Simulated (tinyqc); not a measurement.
## Density of surface states from the Kelvin-probe reading

Problem. n-type bulk, xi = Ec - EF = Vt ln(Nc/Nd), p0 = ni^2/Nd, ni = sqrt(Nc Nv) exp(-Eg/(2 Vt)), Eg in volts. b is the upward band bending, u = b/Vt. Space charge per area, in units of q: Qc = sign(b) sqrt((2 eps0 eps_r Vt/q) [(Nd + dn)(exp(-u) - 1) + Nd u + (p0 + dn)(exp(u) - 1)]), with dn the excess density under light (flat quasi-Fermi levels; 0 in the dark). The states hold -Ds (E0 - xi - b): negative while the Fermi level lies above the neutrality level. Neutrality: Qc + Qf + (charge of the states) = 0. Work function chi + xi + b; contact potential difference CPD = (work function of the sample) - pt. Find b, Qc and Ds.

Parameters, values chosen for the exercise; band and dielectric values close to those of gallium arsenide:
```
symbol    value   unit                                                    meaning
T           300      K                                                temperature
Eg         1.44     eV                                                   band gap
eps_r      13.1                                             relative permittivity
Nc      4.46e17  cm^-3                     conduction-band density of states at T
Nv      8.91e18  cm^-3                        valence-band density of states at T
chi        4.09     eV                                          electron affinity
Nd       1.1e15  cm^-3                                              donor density
Qf            0  cm^-2                       fixed positive charge at the surface
pt         4.75     eV                             work function of the probe tip
E0         0.57     eV  depth of their neutrality level below the conduction edge
```

Constants: q = 1.602176634e-19 C, kB = 1.380649e-23 J/K, Vt = kB T/q, eps0 = 8.8541878128e-14 F/cm where lengths are in cm. Results are converted to the units shown.

CPD = -115.36427 mV

Solution. The CPD gives b, b gives Qc, and neutrality gives Ds.

b = 0.389 V
Qc = 7.61e10 cm^-2
Ds = 3.00e12 cm^-2 eV^-1

Numbers from tinyqc (`OMP_NUM_THREADS=1 python tinyqc.py 2430088 2430089 out.jsonl`; about 0.01 s on one thread of a shared Intel Xeon 2.30GHz).
